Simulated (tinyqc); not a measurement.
Effective mass of the heavy-hole band from tabulated energies: one step. Finite differences. The numbers come from values chosen for the exercise (band of an eight-band Kane model near GaSb).

c = hbar^2/2m0.
Constants: hbar^2/2m0 = 3.80998211 eV angstrom^2.

Energies along [110], from the band edge downward:
```
k (1/angstrom)    E (meV)
0.0000000        0.000000
0.0160000        1.897200
0.0320000        7.501200
0.0480000       16.550700
0.0640000       28.617400
0.0800000       43.123000
0.0960000       59.373600
0.1120000       76.615500
0.1280000       94.108900
```

reference mass (curvature of the model at k = 0.0001 1/angstrom) = 0.5121306 m0

Task: The band is even in k. m = c k^2/E(k) from the points 1, 2, 4 (k = 0 is point 0); Richardson from points 1 and 2: c/m = [16 E(k1) - E(k2)]/(12 k1^2).

Give: m from points 1, 2, 4; m by Richardson.

Result:

m from points 1, 2, 4 (m0): [0.51410, 0.52011, 0.54532]

m by Richardson = 0.51213 m0

Errors against the reference: +0.39, +1.56 and +6.48 % and 0.00 %. The extrapolation removes the k^4 term.

(tinyqc, `OMP_NUM_THREADS=1 python tinyqc.py 1850267 1850268 out.jsonl`, Intel(R) Xeon(R) Processor @ 2.30GHz, 1 thread, shared host, about 0.01 s.)
